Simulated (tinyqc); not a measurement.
Sheet resistance and Hall data of a diffused or implanted layer: one step, computed by the program tinyqc.

Carriers are taken equal to the net active doping down to the junction (full ionisation, which deep dopants in wide-gap hosts do not reach; no spill-over, no depletion), and the Hall factor is 1.

Task: Profile. N(x) = N_0 exp(-(x - R_p)^2/(2 l^2)) for x > 0, dose N_0 l sqrt(pi/2) erfc(-R_p/(l sqrt 2)), junction x_j = R_p + l sqrt(2 ln(N_0/N_B)); the layer starts at x_0 = max(0, 2 R_p - x_j). Mobility mu = mu_min + (mu_max - mu_min)/(1 + (N_t/N_ref)^alpha), N_t = active doping + N_B; carriers n = active doping - N_B, all dopants active. sigma = e n mu.

Inputs (values chosen for the exercise, modelled on arsenic in silicon):
```
quantity                                 value        unit
mu_min                                    54.2  cm^2/(V s)
mu_max                                    1400  cm^2/(V s)
N_ref                                  9.1e+16      1/cm^3
exponent alpha                             0.7           -
peak concentration N_0                 1.5e+19      1/cm^3
length scale l                             280          nm
background doping N_B (opposite type)  4.1e+15      1/cm^3
projected range R_p                        800          nm
```

Profile: buried Gaussian (implant). Activation: complete.

Constants: e = 1.602176634e-19 C.

Give: Depth, doping, carriers, mobility and conductivity at 2, 10, 20, 35, 50, 65, 80, 90 and 98 % of the layer.

Result:

Depth, doping, carriers, mobility and conductivity at 2, 10, 20, 35, 50, 65, 80, 90 and 98 % of the layer:
```
x (nm)  N (1/cm^3)  n (1/cm^3)  mu (cm^2/(V s))  sigma (S/cm)
39       3.722e+17   3.681e+17              418     2.464e+01
193      1.436e+18   1.431e+18              224     5.145e+01
387      5.050e+18   5.046e+18              130     1.055e+02
677      1.362e+19   1.362e+19               93     2.038e+02
967      1.255e+19   1.255e+19               96     1.923e+02
1257     3.953e+18   3.949e+18              144     9.098e+01
1547     4.255e+17   4.214e+17              394     2.658e+01
1741     5.302e+16   4.892e+16              836     6.551e+00
1896     7.107e+15   3.007e+15             1148     5.529e-01
```

The mobility varies by a factor 12.3 across these points and the conductivity by 369.
